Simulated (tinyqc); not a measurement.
From results back to parameters: armchair graphene nanoribbon in tight binding. Two cases, with inputs chosen for the exercise.

Problem. For an armchair ribbon without edge correction the gap is 2t times the smallest |1 + 2 cos(p pi/(N + 1))|, p = 1 to N. The gap below belongs to a hidden N between 3 and 40.

Find: N; family.

Case 1.

Values chosen (out of a larger set: near those used for graphene; not measured data): t = 2.71 eV (hopping).

gap = 0.34245 eV

Solution.

N = 28

family: 3p+1

Near c = -1/2 the gap is about 2 pi t/(sqrt3 (N + 1)), which gives N + 1 = 28.7; the exact formula gives 0.34723, 0.34245 and 0.00000 eV for N = 27, 28 and 29.

Case 2.

Values chosen (out of a larger set: near those used for graphene; not measured data): t = 2.68 eV (hopping).

gap = 0.90675 eV

Solution.

N = 10

family: 3p+1

Near c = -1/2 the gap is about 2 pi t/(sqrt3 (N + 1)), which gives N + 1 = 10.7; the exact formula gives 0.94106, 0.90675 and 0.00000 eV for N = 9, 10 and 11.

Computed by tinyqc, one run a case: `OMP_NUM_THREADS=1 python tinyqc.py N N+1 out.jsonl` with N = 1481469, 1481506; one thread of a shared Intel(R) Xeon(R) Processor @ 2.30GHz, about 0.03 s a run at most.
